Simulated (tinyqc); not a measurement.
Mobility from the current.

Problem. A Schottky diode carries J = q Nc [vR vD/(vR + vD)] exp(-phi/Vt) [exp(V/Vt) - 1]. A* = 4 pi q me m0 kB^2/h^3 (times 1e-4 for A/(cm^2 K^2)); Nc = 2 (2 pi me m0 kB T/h^2)^1.5 (times 1e-6 for cm^-3); vR = A* T^2/(q Nc). Find vR, vD and mun.

Inputs (values chosen for the exercise); band and dielectric values close to those of silicon:
```
symbol,value,unit,meaning
T,350,K,temperature
me,0.257,m0,electron mass
phi,0.78,eV,barrier height seen from the metal
V,0.086,V,bias
```

Constants: q = 1.602176634e-19 C, kB = 1.380649e-23 J/K, h = 6.62607015e-34 J s, m0 = 9.1093837015e-31 kg, Vt = kB T/q. Results are converted to the units shown.

J = 2.6983347e-4 A/cm^2
vD/mun = 11967.668 V/cm

Solution. J gives the effective velocity v, and 1/vD = 1/v - 1/vR.

vR = 5.732e6 cm/s
vD = 1.675e7 cm/s
mun = 1400 cm^2/(V s)

tinyqc, about 0.01 s, one thread, Intel Xeon 2.30GHz (shared host): `OMP_NUM_THREADS=1 python tinyqc.py 2640012 2640013 out.jsonl`
